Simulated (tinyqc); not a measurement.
# Memristor with linear dopant drift: one period

A film of thickness D has a doped share x: R = Ron x + Roff (1 - x), i = v/R, dx/dt = k i F with k = mv Ron/D^2 and F = 1 (no window). The drive is v = V0 sin(2 pi f t). The model has no threshold and no heating.

Step h = 1/(16 f), from t = j h. With g(t, x) = dx/dt: k1 = g(t, x), k2 = g(t + h/2, x + h k1/2), k3 = g(t + h/2, x + h k2/2), k4 = g(t + h, x + h k3), x(new) = x + h (k1 + 2 k2 + 2 k3 + k4)/6.

The 16 Runge-Kutta steps against a converged integration; i uses the converged x.

Inputs (values chosen for the exercise): resistance of the fully doped film Ron = 500 ohm; resistance of the undoped film Roff = 10000 ohm; film thickness D = 10 nm; dopant mobility mv = 1.6e-14 m^2/(V s); doped share at t = 0 x0 = 0.31; amplitude V0 = 1.2 V; frequency f = 25 Hz.

One period:

| j | v (V) | x, coarse steps | x, converged | i (uA) |
|---|---|---|---|---|
| 0 | 0.000 | 0.3100 | 0.3100 | 0.0 |
| 1 | 0.459 | 0.3166 | 0.3166 | 65.7 |
| 2 | 0.849 | 0.3358 | 0.3358 | 124.6 |
| 3 | 1.109 | 0.3656 | 0.3656 | 169.9 |
| 4 | 1.200 | 0.4024 | 0.4024 | 194.3 |
| 5 | 1.109 | 0.4414 | 0.4414 | 190.9 |
| 6 | 0.849 | 0.4766 | 0.4766 | 155.0 |
| 7 | 0.459 | 0.5013 | 0.5013 | 87.7 |
| 8 | 0.000 | 0.5103 | 0.5103 | 0.0 |
| 9 | -0.459 | 0.5013 | 0.5013 | -87.7 |
| 10 | -0.849 | 0.4766 | 0.4766 | -155.0 |
| 11 | -1.109 | 0.4414 | 0.4414 | -190.9 |
| 12 | -1.200 | 0.4024 | 0.4024 | -194.3 |
| 13 | -1.109 | 0.3656 | 0.3656 | -169.9 |
| 14 | -0.849 | 0.3358 | 0.3358 | -124.6 |
| 15 | -0.459 | 0.3166 | 0.3166 | -65.7 |
| 16 | 0.000 | 0.3100 | 0.3100 | 0.0 |

What does the table show?

The current vanishes with the voltage (pinched loop). At the same voltage, j = 2 and 6, it is 125 uA on the way up and 155 uA on the way down. x peaks at 0.5103 at half period and ends at 0.3100, its starting value: the state is a function of the flux alone. The coarse steps miss by at most 2.7e-6.

Numbers from tinyqc (`OMP_NUM_THREADS=1 python tinyqc.py 2880051 2880052 out.jsonl`; about 0.1 s on one thread of a shared Intel Xeon 2.30GHz).
